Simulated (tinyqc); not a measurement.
Inside a calculation. Model: kinetic Monte Carlo and master equation for a particle on a ring of sites with traps and bias. Computed by tinyqc, a small Python program that keeps every step. Command: `OMP_NUM_THREADS=1 python tinyqc.py 3019703 3019704 out.jsonl kmc walk`. One thread of a shared host (Intel(R) Xeon(R) Processor @ 2.30GHz), about 0.09 s of CPU time with the checks. Intermediate numbers are printed to about 5 digits and carried at full precision; extremes and crossings named in words are read from the listed rows.

6 sites on a ring, numbered 1 to 6. The saddle between i and i+1 lies at E0 + s b_i and site i at s eps_i; a force F tilts the landscape, with the saddle half-way.

Inputs (values chosen for the exercise, for a model defect): reference barrier E0 = 0.43 eV; scale factor s of the disorder = 1; attempt frequency nu = 4.3 THz; temperature T = 470 K; site spacing a = 3.8 angstrom; force F along the ring = 0.0013 eV/angstrom; seed of the random numbers = 438429.

Disorder: both.

site energies eps_i (eV): [-0.084, 0, 0, -0.023, -0.028, 0]

saddle shifts b_i between sites i and i+1 (eV): [0.015, 0.012, -0.039, 0.012, -0.018, 0.027]

Constants: k_B = 8.617333262e-05 eV/K.

## Rate table

Rates: k(i to i+1) = nu exp(-(E0 + s b_i - s eps_i - F a/2)/(k_B T)), k(i to i-1) = nu exp(-(E0 + s b_(i-1) - s eps_i + F a/2)/(k_B T)). Share right = k right/(k right + k left); mean stay = 1/(k right + k left).

Rates, shares of right hops and mean stays:
```
site  k right (1/s)  k left (1/s)  share right  mean stay (s)
1        9.7168e+06    6.3955e+06      0.60307     6.2064e-08
2        8.3256e+07    6.8435e+07      0.54885     6.5923e-09
3        2.9328e+08    7.3696e+07      0.79918     2.7249e-09
4        4.7184e+07    1.4713e+08      0.24283     5.1464e-09
5        8.7471e+07    3.6915e+07      0.70322     8.0395e-09
6        5.7488e+07    1.5457e+08      0.27109     4.7156e-09
```

The particle stays longest on site 1, 22.8 times as long as on the quickest site.

## Twelve steps of the residence-time algorithm

Random numbers:
```
step      r1      r2
1     0.1941  0.8700
2     0.1645  0.9531
3     0.3156  0.4444
4     0.1291  0.0352
5     0.9192  0.9784
6     0.8989  0.9798
7     0.0933  0.3969
8     0.4281  0.2607
9     0.2689  0.1620
10    0.4817  0.0885
11    0.4107  0.3949
12    0.8190  0.8255
```

Start on site 1 at t = 0. Hop right if r1 is below the share right, else left; advance the clock by -ln(r2) times the mean stay.

Trajectory:
```
step  site    hop    wait (s)   clock (s)  net hops
1        1  right  8.6432e-09  8.6432e-09         1
2        2  right  3.1667e-10  8.9599e-09         2
3        3  right  2.2100e-09  1.1170e-08         3
4        4  right  1.7224e-08  2.8393e-08         4
5        5   left  1.7556e-10  2.8569e-08         3
6        4   left  1.0502e-10  2.8674e-08         2
7        3  right  2.5180e-09  3.1192e-08         3
8        4   left  6.9188e-09  3.8111e-08         2
9        3  right  4.9598e-09  4.3071e-08         3
10       4   left  1.2479e-08  5.5550e-08         2
11       3  right  2.5318e-09  5.8081e-08         3
12       4   left  9.8691e-10  5.9068e-08         2
```

## Steady state

Master equation dP/dt = W P, W_(i+1,i) = k right, W_(i-1,i) = k left, columns summing to zero. The steady state is its null vector; drift v = a sum P_i (k right - k left). D = a^2 lambda''(0)/2, where lambda(q) is the leading eigenvalue of W with right hops weighted by exp(q) and left hops by exp(-q). The slowest relaxation rate is minus the real part of the next eigenvalue of W. 1 angstrom = 1e-8 cm.

occupations P_i: [0.53798, 0.06560, 0.06409, 0.12275, 0.13689, 0.07269]

drift velocity v = 0.16830 cm/s

diffusivity D = 5.2842e-08 cm^2/s

slowest relaxation rate = 2.4735e+07 1/s

The Boltzmann occupations exp(-s eps_i/(k_B T))/Z differ from these by at most 0.0047: the current piles particles up in front of high saddles.

## Closed form at zero force

At zero force D0 = a^2 nu exp(-E0/(k_B T)) / [<exp(-s eps/(k_B T))> <exp(s b/(k_B T))>], with means over the ring; Einstein relation v = D0 F/(k_B T); 1 angstrom = 1e-8 cm.

zero-force diffusivity D0 = 5.2343e-08 cm^2/s

D0 over the value without disorder = 0.34410

Einstein drift = 0.16801 cm/s

F a/(k_B T) = 0.122; the true drift is 1.0017 times the Einstein value.

## Sampled drift against the exact one

400 independent walkers start on sites drawn with weights P_i (k right + k left), the steady shares of hops (random numbers not printed); the estimate is total displacement over total time, with its standard error from the spread between walkers.

Drift from sampling:
```
hops per walker  estimate (cm/s)  standard error (cm/s)  deviation in standard errors
10                       0.09621               0.051934                       -1.3882
30                       0.13221               0.028997                       -1.2446
100                      0.14545               0.016397                       -1.3933
300                      0.15834               0.009431                       -1.0560
1000                     0.16987               0.004893                        0.3214
3000                     0.16949               0.003053                        0.3904
```

The exact drift is 0.1683 cm/s. The standard error falls by a factor 3.35 from 100 to 1000 hops (sqrt10 = 3.16), and in the last row it is 1.8 % of the drift.

Checks made by the program: closed form against the master equation at zero force (relative difference 2e-06).
